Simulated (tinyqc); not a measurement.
Hubbard chain of 4 sites, step by step. Computed by tinyqc, a small Python program that keeps every step. Settings: hopping = 1.01, U = 7.1, mixing = 0.2, iteration cap = 59. Command: `OMP_NUM_THREADS=1 python tinyqc.py 20584 20585 out.jsonl` (the two numbers bound the seeds that draw the settings). One thread of a shared host (Intel(R) Xeon(R) Processor @ 2.60GHz), about 0.2 s of CPU time with the checks. Later iterations appear only in the table of the cycle.

## Mean-field iteration 1

one-body matrix (hopping and site energies) (eV), lower triangle:
```
           1          2          3         4
1   0.000000
2  -1.010000   0.000000
3   0.000000  -1.010000   0.000000
4   0.000000   0.000000  -1.010000  0.000000
```

U = 7.100000 eV

electrons, up and down: 2  2

mixing = 0.200000

n(up) at the start (a guess, not normalised): 1 0.500000, 2 0.500000, 3 0.500000, 4 0.500000

n(down) at the start (a guess): 1 0.500000, 2 0.500000, 3 0.500000, 4 0.500000

H(up) = T + U n(down), H(down) = T + U n(up); fill the lowest levels; n(new) = n + mixing (n(out) - n); E = tr T (rho up + rho down) + U sum n_up n_down of the output.

levels, up (eV): 1.915786  2.925786  4.174214  5.184214

levels, down (eV): 1.915786  2.925786  4.174214  5.184214

energy = 2.583143 eV

n(up) after iteration 1: 1 0.500000, 2 0.500000, 3 0.500000, 4 0.500000

n(down) after iteration 1: 1 0.500000, 2 0.500000, 3 0.500000, 4 0.500000

## Convergence

Each step fills the lowest levels of T + U n(other spin) and sets n(new) = n + mixing (n(out) - n); stop when output and input agree to 1e-8.

Course of the cycle:
```
iteration      E (eV)  largest |n(out) - n(in)|  mean |n_up - n_down|
1          2.58314269                  3.33e-16              0.000000
```

local moments n_up - n_down: 1 0.000000, 2 0.000000, 3 0.000000, 4 0.000000

Converged in 1 iterations. But random starts reach -0.85020 eV, so this is another stationary point, not the lowest one. Reruns (cap 100 unless said): mixing 0.5: converged in 1 to a higher stationary point (E = 2.58314); mixing 0.9: converged in 1 to a higher stationary point (E = 2.58314). Before convergence this energy mixes input and output and is not variational, so it may rise towards its limit.

## Exact diagonalisation (36 states)

Lowest levels of the sector, and the double occupancy of the lowest state.

lowest levels (eV): -1.264421  -0.913027  -0.543338  -0.356754  -0.164790  0.000000

double occupancy per site = 0.038606

The mean-field solution above lies 3.8476 eV above the exact energy.

## The lowest level by Lanczos steps

From a random start vector (not printed): a_j = <q_j|H|q_j>, b_j = norm of the remainder after orthogonalising; the Ritz value is the lowest eigenvalue of the tridiagonal matrix of a and b so far.

Lanczos:
```
j   a_j (eV)  b_j (eV)  lowest Ritz value (eV)
1   6.827441  4.614363              6.82744063
2   7.132065  5.765365              2.36287642
3   6.476248  2.963729             -0.51850490
4   6.441168  2.628301             -0.94331182
5   5.137974  6.013089             -1.02032121
6   8.450950  3.496774             -1.18202181
7   8.974916  1.558593             -1.25755783
8   7.903444  4.671257             -1.26032069
9   7.370017  5.520929             -1.26142497
10  6.307513  2.092779             -1.26349688
```
